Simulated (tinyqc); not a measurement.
Full result against the linear law: strain, valley repopulation and piezoresistance in a many-valley conduction band. Computed by tinyqc, a small Python program. Command: `OMP_NUM_THREADS=1 python tinyqc.py 3030923 3030924 out.jsonl valleys walk`. One thread of a shared host (Intel(R) Xeon(R) Processor @ 2.30GHz), about 0.02 s of CPU time with the checks.

Valleys are ellipsoids with mass m_l along the axis a and m_t across it, parabolic, with one constant relaxation time; strain shifts the valleys and leaves the masses alone. Currents are taken along [110], along the load, and along [001], across the load.

Inputs (values chosen for the exercise, modelled on silicon):
```
quantity                             value    unit
longitudinal mass m_l                0.891     m_0
transverse mass m_t                  0.187     m_0
shear deformation potential Xi_u       9.1      eV
dilation deformation potential Xi_d    1.1      eV
C11                                    165     GPa
C12                                     64     GPa
C44                                   79.5     GPa
electron density n                   4e+19  1/cm^3
relaxation time tau                     41      fs
temperature T                          350       K
```

Valley axes: <100> (6 valleys in 3 pairs). Load: uniaxial [110].

Constants: k_B = 8.617333262e-05 eV/K; m_0 = 9.1093837015e-31 kg; k_B = 1.380649e-23 J/K; hbar = 1.054571817e-34 J s; e = 1.602176634e-19 C.

Method:
- Each of the 6 valleys holds n_v = N_v (2/sqrt(pi)) F_1/2((E_F - dE_v)/(k_B T)), N_v = 2 (m_d k_B T/(2 pi hbar^2))^(3/2), m_d = (m_l m_t^2)^(1/3); E_F solves sum n_v = n and is counted from the unstrained edge.
- F_j(eta) = int_0^infinity x^j/(1 + exp(x - eta)) dx, without a gamma-function factor. It is evaluated after integrating by parts.
- Integrals over x = E/(k_B T) use 160 Gauss-Legendre points in u = sqrt(x) from 0 to sqrt(max(eta, 0) + 32).
- With eta_0 the reduced Fermi level without strain, r = F_-1/2(eta_0)/(2 F_1/2(eta_0)) (1 for a classical gas) and c = r (Xi_u/k_B T) (m_l - m_t)/(2 m_l + m_t): pi11 = -(2/3) c (S11 - S12), pi12 = -pi11/2, pi44 = 0, with S11 - S12 = 1/(C11 - C12).
- Compliances S11 = (C11 + C12)/((C11 - C12)(C11 + 2 C12)), S12 = -C12/((C11 - C12)(C11 + 2 C12)), S44 = 1/C44; stress sigma_ij = X n_i n_j for the unit vector n of the load; e_xx = S11 sigma_xx + S12 (sigma_yy + sigma_zz), e_xy = S44 sigma_xy/2 (tensor strain).
- Herring-Vogt shift of a valley with unit axis a: dE = Xi_d tr(e) + Xi_u a.e.a.
- Mobility tensor mu = e tau sum_v (n_v/n) [1/m_t + (1/m_l - 1/m_t) a a^T]; unstrained mu_0 = e tau (1/m_l + 2/m_t)/3; resistivity along d from the inverse tensor, rho_d = d.mu^-1.d/(n e), mobility along d = 1/(d.mu^-1.d); gauge pi_d = (rho_d/rho_0 - 1)/X.
- Linear theory: pi_l = (pi11 + pi12 + pi44)/2, pi_t = pi12 along [001].

pi11 = -50.5409 1e-11/Pa

pi12 = 25.2705 1e-11/Pa

pi44 = 0 1e-11/Pa

Resistance changes (%); at 2000 MPa the strain is near or above 1 %, where band warping, left out here, matters:
```
X (MPa)  splitting (meV)  largest share  first direction   linear  second direction   linear
-2000             90.099        0.47925           18.556   25.270            -23.84  -50.541
-1000             45.050        0.43069           11.661   12.635            -17.28  -25.270
-400              18.020        0.37766            4.992    5.054             -8.68  -10.108
-150               6.757        0.35064            1.892    1.895             -3.58   -3.791
-50                2.252        0.33918            0.632    0.632             -1.24   -1.264
50                 2.252        0.34519           -0.632   -0.632              1.29    1.264
150                6.757        0.36930           -1.892   -1.895              4.01    3.791
400               18.020        0.43147           -5.000   -5.054             11.77   10.108
1000              45.050        0.58445          -11.869  -12.635             36.87   25.270
2000              90.099        0.80712          -20.261  -25.270            103.33   50.541
```

What follows from these numbers?

Along the first direction the linear law holds within 10 % for 8 of the 10 stresses, at -1000, -400, -150, -50.0, 50.0, 150, 400, 1000 MPa. At the largest compression the full change is +18.6 % against the linear +25.3 %, at the largest tension -20.3 % against -25.3 %: once the splitting is comparable with k_B T (or E_F) the populations no longer follow it linearly, and the change must saturate when the upper valleys are empty.

Extremes, crossings and ranges named in words are read from the listed rows.
